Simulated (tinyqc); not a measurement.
Electron continuity equation in a given potential, Scharfetter-Gummel discretisation: one step of the calculation.

Steady state in one dimension: J = q mu n E + q D dn/dx with E = -dpsi/dx and D = mu Vt, dJ/dx = q (n/tau - G), fixed densities nL and nR at the ends. The potential is given, psi = U x/L, and is not changed by the electrons.

Task. Bernoulli factors. d_i = (psi_(i+1) - psi_i)/Vt; B(d) = d/(exp(d) - 1), B(0) = 1. The flux on interval i is J_i = (q D/h) [n_(i+1) B(d_i) - n_i B(-d_i)].

Parameters, values chosen for the exercise:
- T = 350 K (temperature)

Constants: q = 1.602176634e-19 C, kB = 1.380649e-23 J/K, Vt = kB T/q. Results are converted to the units shown.

psi, node 0 to 11 (V): [0.000000000, 0.005000000, 0.010000000, 0.015000000, 0.020000000, 0.025000000, 0.030000000, 0.035000000, 0.040000000, 0.045000000, 0.050000000, 0.055000000]

Wanted: d_i; B(d_i); B(-d_i).

Result.

```
interval     d_i  B(d_i)  B(-d_i)
0         0.1658  0.9194    1.085
1         0.1658  0.9194    1.085
2         0.1658  0.9194    1.085
3         0.1658  0.9194    1.085
4         0.1658  0.9194    1.085
5         0.1658  0.9194    1.085
6         0.1658  0.9194    1.085
7         0.1658  0.9194    1.085
8         0.1658  0.9194    1.085
9         0.1658  0.9194    1.085
10        0.1658  0.9194    1.085
```

The largest |d_i| is 0.166, below 2, so central differences would also keep densities positive.

Range of the model: The drift velocity mu E exceeds 1e7 cm/s somewhere, where real mobilities no longer stay constant.

Numbers from tinyqc (`OMP_NUM_THREADS=1 python tinyqc.py 2220067 2220068 out.jsonl`; about 0.01 s on one thread of a shared Intel Xeon 2.30GHz).
